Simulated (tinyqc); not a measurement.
Speed against selectivity over temperature: anisotropic wet etching of Si(100): plane rates, V-grooves, membranes and undercut. Computed by tinyqc, a small Python program. Command: `OMP_NUM_THREADS=1 python tinyqc.py 3008804 3008805 out.jsonl wetetch walk`. One thread of a shared host (Intel(R) Xeon(R) Processor @ 2.30GHz), about 0.01 s of CPU time with the checks.

A long slot opens the mask on a (100) wafer. The floor etches at R100; (111) walls stand at theta = arctan(sqrt2) = 54.7356 degrees to the surface and recede at R111 along their normal.

Inputs (values chosen for the exercise, close to those used for potassium hydroxide solutions):
```
quantity                            value     unit
prefactor k0 of the (100) rate    4.8e+08   um/min
activation energy of (100), E        0.59       eV
ratio (100)/(111) at 80 C              51        -
extra energy of (111), dE           0.079       eV
ratio (100)/oxide at 80 C             140        -
extra energy of the oxide, dE_ox     0.29       eV
misalignment of the mask                0  degrees
wafer thickness d                     525       um
membrane thickness wanted             6.4       um
```

Constants: k_B = 8.617333262e-05 eV/K.

Method:
- R100 = k0 exp(-E/(k_B T)); a ratio given at 80 C scales as exp[(extra energy/k_B)(1/T - 1/353.15 K)]; R111 and R_ox follow by division.
- Temperatures in kelvin are T(C) + 273.15.
- Each row etches to the depth d - membrane; undercut per side = (R111/sin(theta) + R100 sin(misalignment)) x time.

Etching to a fixed depth:
```
T (C)  R100 (um/min)  R100/R111  time (h)  undercut (um)  oxide consumed (nm)
30            0.0746     78.256    115.88          8.116                769.3
40            0.1534     71.052     56.34          8.939               1096.6
50            0.3018     64.898     28.64          9.787               1529.3
60            0.5701     59.601     15.16         10.657               2090.5
70            1.0376     55.008      8.33         11.547               2806.1
80            1.8256     51.000      4.73         12.454               3704.3
90            3.1135     47.482      2.78         13.377               4815.8
100           5.1603     44.376      1.67         14.313               6173.4
```

What follows from these numbers?

From 30 to 100 C the time falls by a factor 69.2, while the oxide loss grows by 8.02 and the undercut by 1.76: the slower planes and the mask have the higher activation energies, so heat costs selectivity.
